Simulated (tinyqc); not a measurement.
MOSFET with velocity saturation and source resistance: one step of the calculation.

Strong inversion, charge Q = Cox (Vg - m V) at channel potential V with Vg the gate overdrive, and drift velocity v = mu E/(1 + mu E/vsat). Integrating along the channel gives I = mu Cox (1/L)(Vg Vd - m Vd^2/2)/(1 + Vd/Vc) per width, Vc = vsat L/mu, which peaks at Vdsat. Units: I in uA/um, Rs in ohm um, so the drop over Rs is 1e-6 I Rs volts.

Question. Saturation without source resistance. Vg = Vgs - VT (0 if negative), mu = mu0/(1 + th Vg), Vc = vsat L/mu, x = sqrt(1 + 2 Vg/(m Vc)), Vdsat = 2 Vg/(m (1 + x)), Isat = Cox vsat Vg (x - 1)/(x + 1) per width. Long-channel limit: mu Cox Vg^2/(2 m L); short-channel limit: Cox vsat Vg.

Values chosen for this exercise:
- Cox = 0.81 uF/cm^2 (gate capacitance)
- mu0 = 280 cm^2/(V s) (mobility at low gate voltage)
- th = 0.1 1/V (mobility degradation)
- vsat = 6.7e6 cm/s (saturation velocity)
- m = 1.4 (body factor)
- VT = 0.64 V (threshold)
- L = 0.13 um (channel length)
- Vgs = 1 V (gate voltage)

Give: Vg; mu; Vc; Vdsat; Isat; long-channel limit; short-channel limit.

Answer.

Vg = 0.3600 V
mu = 270.3 cm^2/(V s)
Vc = 0.3223 V
Vdsat = 0.1970 V
Isat = 45.73 uA/um
long-channel limit = 77.94 uA/um
short-channel limit = 195.4 uA/um

Program tinyqc, `OMP_NUM_THREADS=1 python tinyqc.py 2500140 2500141 out.jsonl`; Intel Xeon 2.30GHz, shared host, one thread, about 0.01 s.
